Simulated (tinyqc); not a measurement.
Coverage along the feature as the dose grows: atomic layer deposition: Langmuir saturation, growth per cycle and coating of deep features. Computed by tinyqc, a small Python program. Command: `OMP_NUM_THREADS=1 python tinyqc.py 3013613 3013614 out.jsonl ald walk`. One thread of a shared host (Intel(R) Xeon(R) Processor @ 2.30GHz), about 0.02 s of CPU time with the checks.

Precursor A sticks only on free sites, so a long enough pulse saturates; co-reactant B then frees the sites again.

Inputs (values chosen for the exercise, modelled on titanium nitride from the chloride and ammonia):
```
quantity                                   value    unit
precursor mass M                             190       u
site density q                               1.8  1/nm^2
sticking probability beta on free sites  0.00065       -
precursor pressure p                         8.2      Pa
temperature T                                175       C
pulse time t                               0.093       s
desorption energy E_d                       1.28      eV
aspect ratio a                                58       -
```

Feature: long trench.

Constants: u = 1.6605390666e-27 kg; k_B = 1.380649e-23 J/K; k_B = 8.617333262e-05 eV/K.

Method:
- Wall flux F = p/sqrt(2 pi M k_B T); rate of filling k_a = beta F/q; desorption k_d = 1e13 exp(-E_d/(k_B T)) per second. 1/m^2 = 1e-18/nm^2.
- Temperatures in kelvin are T(C) + 273.15.
- Diffusion-limited filling (Gordon) of a long trench of width w, hydraulic diameter 2w, so that a is replaced by a/2 in the hole formula: t = (q/F)(1 + 19a/8 + 3a^2/8). Reaction-limited filling needs ln(100)/k_a at any depth, k_a = beta F/q. Flow is molecular. The front picture holds when the modulus (a/2) sqrt(beta) is well above 1.
- Depth reached by the given pulse: solve the same formula for a. Exposure = p x diffusion-limited time; 1 langmuir = 1.33322e-4 Pa s.
- Continuum model with steady gas transport: d2n/dz2 = 3 beta (1 - th) n/d_h^2 (d_h the hydraulic diameter, n = 1 at the mouth, no flux at the floor, 60 cells), d th/dt = beta F n (1 - th)/q; no desorption. Times are multiples of the larger of the Gordon time and ln(100)/k_a.

diffusion-limited time = 0.0340415 s

time to 99 % without desorption, ln(100)/k_a = 0.172241 s

flux F = 74040.5 1/(nm^2 s)

modulus = 0.739358

Coverage:
```
multiple    t (s)  top cell  quarter depth  half depth  three quarters  floor cell
0.05      0.00861     0.204          0.165       0.137           0.121       0.116
0.10      0.01722     0.367          0.307       0.262           0.235       0.226
0.20      0.03445     0.599          0.528       0.471           0.435       0.422
0.40      0.06890     0.840          0.793       0.750           0.721       0.710
0.60      0.10334     0.936          0.913       0.891           0.875       0.870
0.80      0.13779     0.975          0.965       0.955           0.948       0.945
1.00      0.17224     0.990          0.986       0.982           0.979       0.978
1.30      0.22391     0.997          0.996       0.995           0.995       0.994
```

What does the comparison show, and why?

At a multiple of 0.2 the coverage is 0.60 at the top and 0.42 at the floor. The coverage falls gradually with depth, without a sharp front. In the last row the floor reaches 0.994. Caution: the modulus is not well above 1 or the Gordon time is under three times ln(100)/k_a, so there is no sharp front: the Gordon time is only a lower bound and the reaction time must be met as well. Caution: for a long trench the a/2 rule ignores the ln(a)/a transmission of a slit, so times at large a are too long.
